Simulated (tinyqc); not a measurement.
Stretching all distances: RHF, UHF, MP2, CISD and CCSD against full CI in the 6-31g basis, for H3+, spin multiplicity 1. Computed by the program tinyqc with PySCF. All coordinates are multiplied by the scale. c0^2 is the weight of the RHF determinant in the lowest singlet FCI state (UHF is spin-contaminated and may lie near states of higher spin) and n(LUMO) the first natural occupation beyond the occupied space.

Geometry (angstrom):
```
atom       x       y       z
H     0.0000  0.0000  0.0000
H     0.0000  0.0000  0.7690
H     0.0000  0.7320  0.3840
```

Full CI energy (hartree) and errors against it (kcal/mol):
```
scale   distance 1-2 (angstrom)     E(FCI)      RHF      UHF      MP2    CISD    CCSD  <S^2> UHF    c0^2  n(LUMO)
0.8900                   0.6844  -1.278558  16.9151  16.9151   4.1792  0.0000  0.0000     0.0000  0.9893   0.0109
1.3900                   1.0689  -1.266348  22.0940  22.0940   6.2652  0.0000  0.0000     0.0000  0.9742   0.0271
1.6400                   1.2612  -1.224114  24.5850  24.5850   7.4811  0.0000  0.0000     0.0000  0.9625   0.0395
1.8900                   1.4534  -1.184601  27.5906  27.5906   8.8944  0.0000  0.0000     0.0000  0.9475   0.0553
2.1400                   1.6457  -1.149028  31.4083  29.5256  10.5190  0.0000  0.0000     0.2820  0.9283   0.0755
2.3900                   1.8379  -1.117543  36.1432  27.2972  12.3046  0.0000  0.0000     0.5590  0.9045   0.1008
2.6400                   2.0302  -1.090501  41.7577  23.0653  14.0985  0.0000  0.0000     0.7419  0.8762   0.1313
```

Estimate the missing row, scale = 1.14.

Computed row:
```
scale   distance 1-2 (angstrom)     E(FCI)      RHF      UHF     MP2    CISD    CCSD  <S^2> UHF    c0^2  n(LUMO)
1.1400                   0.8767  -1.300016  19.6535  19.6535  5.1939  0.0000  0.0000     0.0000  0.9830   0.0176
```

UHF parts from RHF first at scale 2.14 of those listed, where <S^2> leaves zero. The weight c0^2 goes from 0.99 to 0.88 and n(LUMO) from 0.01 to 0.13: static correlation grows as the bonds break into open-shell fragments. The spread of the error along the curve, which distorts its shape, is CISD 0.0, CCSD 0.0, MP2 9.9, UHF 12.6, RHF 24.8 kcal/mol. With two electrons CISD and CCSD are exact.
